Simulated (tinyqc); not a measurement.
Charge neutrality of a doped semiconductor with incomplete ionisation. Raising the compensation. Computed by tinyqc, a small Python program. Command: `OMP_NUM_THREADS=1 python tinyqc.py 3012767 3012768 out.jsonl dopant sweep`. One thread of a shared host (Intel(R) Xeon(R) Processor @ 2.30GHz), about 0.07 s of CPU time with the checks.

Energies are counted from the top of the valence band; E_D is measured down from the conduction band and E_A up from the valence band.

Inputs (values chosen for the exercise, for a model semiconductor):
```
quantity,value,unit
gap at 0 K E_g0,2.46,eV
Varshni alpha,0.000684,eV/K
Varshni beta,413,K
electron mass m_e,0.507,m_0
valleys M_c,3,-
hole mass m_h,0.621,m_0
acceptor density N_A,2e+17,cm^-3
donor depth E_D,0.136,eV
acceptor depth E_A,0.0557,eV
donor degeneracy g_D,2,-
acceptor degeneracy g_A,2,-
temperature T,450,K
iteration cap,60,-
```

Doping: p-type, compensated. Statistics of the bands: Fermi-Dirac. Solver: Newton steps on the logarithm. Start of Newton steps: 0.25 eV inside the majority band.

Constants: m_0 = 9.1093837015e-31 kg; k_B = 1.380649e-23 J/K; h = 6.62607015e-34 J s; k_B = 8.617333262e-05 eV/K.

Method:
- E_g = E_g0 - alpha T^2/(T + beta).
- N_c = 2 M_c (2 pi m_e k_B T/h^2)^(3/2) and N_v = 2 (2 pi m_h k_B T/h^2)^(3/2), masses in units of m_0.
- n_i = sqrt(N_c N_v) exp(-E_g/(2 k_B T)); E_i = E_g/2 + (k_B T/2) ln(N_v/N_c).
- n = N_c F_1/2((E_F - E_g)/k_B T), p = N_v F_1/2(-E_F/k_B T).
- F_1/2(eta) = (2/sqrt(pi)) int_0^infinity sqrt(x)/(1 + exp(x - eta)) dx, by the trapezoid rule in t = sqrt(x) with step 0.02 up to t = 12 (for eta < -12 by exp(eta) - exp(2 eta)/2^(3/2)).
- N_D+ = N_D/(1 + g_D exp((E_F - E_g + E_D)/k_B T)).
- N_A- = N_A/(1 + g_A exp((E_A - E_F)/k_B T)).
- Neutrality: p + N_D+ = n + N_A-; the log ratio is ln[(p + N_D+)/(n + N_A-)].
- Newton steps from the start named, with the slope from a central difference of 1e-6 eV; the function is the log ratio y = ln[(p + N_D+)/(n + N_A-)]; the bracket -0.3 to E_g + 0.3 eV is narrowed by the sign of y at each step, and a step that would leave it is replaced by its midpoint; stop when |log ratio| < 1e-9.

One run for each value:
```
donor density N_D (cm^-3),majority density p (cm^-3),ionised share of the acceptors,distance of E_F from the majority band edge (eV)
2.00e+14,1.8675e+17,0.93473,0.18580
2.00e+15,1.8506e+17,0.93528,0.18615
1.00e+16,1.7755e+17,0.93775,0.18776
2.00e+16,1.6817e+17,0.94086,0.18987
4.00e+16,1.4942e+17,0.94711,0.19446
8.00e+16,1.1197e+17,0.95986,0.20568
1.20e+17,7.4583e+16,0.97292,0.22146
1.60e+17,3.7258e+16,0.98629,0.24839
1.90e+17,9.3082e+15,0.99654,0.30219
```

Describe and explain the trends.

Over the rows, majority density p (cm^-3) falls from 1.87e17 to 9.31e15 (exponent d ln y / d ln x -0.0039 between the first rows and -8.1 between the last); ionised share of the acceptors rises from 0.935 to 0.997 (exponent d ln y / d ln x 2.6e-4 between the first rows and 0.060 between the last); distance of E_F from the majority band edge (eV) rises from 0.186 to 0.302 (exponent d ln y / d ln x 8.3e-4 between the first rows and 1.1 between the last). The ionised share rises because each donor fills an acceptor, while the free holes become fewer.
